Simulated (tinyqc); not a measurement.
Resistance of a source-drain extension with a graded tip: two steps of the calculation.

y runs along the channel, the gate covers y > 0. The doping is N0 for y < y0 and N0 10^(-(y - y0)/la) beyond, uniform over the depth xj. Sheet conductance s(y) = q mu(N) max(N - Nch, 0) xj + (for y > 0) ma Cox Vo, with mu(N) = u0 + (u1 - u0)/(1 + (N/Nr)^au) and Cox = eps0 eox/tox. Current is taken as one-dimensional; depletion of the tip, spreading and the contact are left out. The metallurgical junction lies at yj, where N = Nch.

Values chosen for this exercise; mobility law close to that of electrons in silicon:
- eox = 24.7 (relative permittivity of the gate insulator (close to zirconium oxide))
- tox = 8.1 nm (insulator thickness)
- N0 = 1.3e20 cm^-3 (active doping of the extension far from the gate)
- la = 2.6 nm/decade (lateral abruptness)
- y0 = 1.6 nm (position under the gate where the fall begins (gate edge at 0))
- xj = 12 nm (depth of the extension)
- Nch = 3.6e17 cm^-3 (channel doping)
- Vo = 0.87 V (gate overdrive)
- ma = 140 cm^2/(V s) (mobility of the gate-induced layer)
- u1 = 1414 cm^2/(V s) (mobility at low doping)
- u0 = 68.5 cm^2/(V s) (mobility at high doping)
- Nr = 9.2e16 cm^-3 (reference doping)
- au = 0.711 (exponent)
- Lg = 60 nm (gate length)

Constants: q = 1.602176634e-19 C, eps0 = 8.8541878128e-14 F/cm where lengths are in cm. Results are converted to the units shown.

Question 1. Sheet resistances and junction position. yj = y0 + la log10(N0/Nch); sheet resistance of the full extension 1/[q mu(N0)(N0 - Nch) xj] and of the gate-induced layer 1/(ma Cox Vo); metallurgical length Lg - 2 yj; ye is where the doped and the gate-induced conductances are equal.

Wanted: yj; sheet resistance of the extension; sheet resistance of the induced layer; metallurgical length; ye; N at ye.

Answer 1.

yj = 8.250 nm
sheet resistance of the extension = 526.5 ohm/square
sheet resistance of the induced layer = 3041 ohm/square
metallurgical length = 43.50 nm
ye = 3.867 nm
N at ye = 1.746e19 cm^-3

The gate takes over 4.38 nm before the junction, where N is still 48.5 times the channel doping.

Question 2. Resistance of the overlapped part. Midpoint rule on 11 equal steps from 0 to yj: R_ov = sum h/s(y), per width.

Find: y; N; doped conductance; sheet resistance; R_ov.

Answer 2.

```
point	y (nm)	N (cm^-3)	doped conductance (uS)	sheet resistance (ohm/square)
0	0.3750	1.300e20	1899	448.8
1	1.125	1.300e20	1899	448.8
2	1.875	1.019e20	1516	542.1
3	2.625	5.245e19	832.3	861.2
4	3.375	2.699e19	470.0	1252
5	4.125	1.389e19	274.4	1658
6	4.875	7.151e18	165.5	2023
7	5.625	3.680e18	101.9	2322
8	6.375	1.894e18	61.59	2561
9	7.125	9.750e17	33.12	2763
10	7.875	5.018e17	10.32	2948
```

R_ov = 13.37 ohm um

Numbers from tinyqc (`OMP_NUM_THREADS=1 python tinyqc.py 2282043 2282044 out.jsonl`; about 0.05 s on one thread of a shared Intel Xeon 2.30GHz).
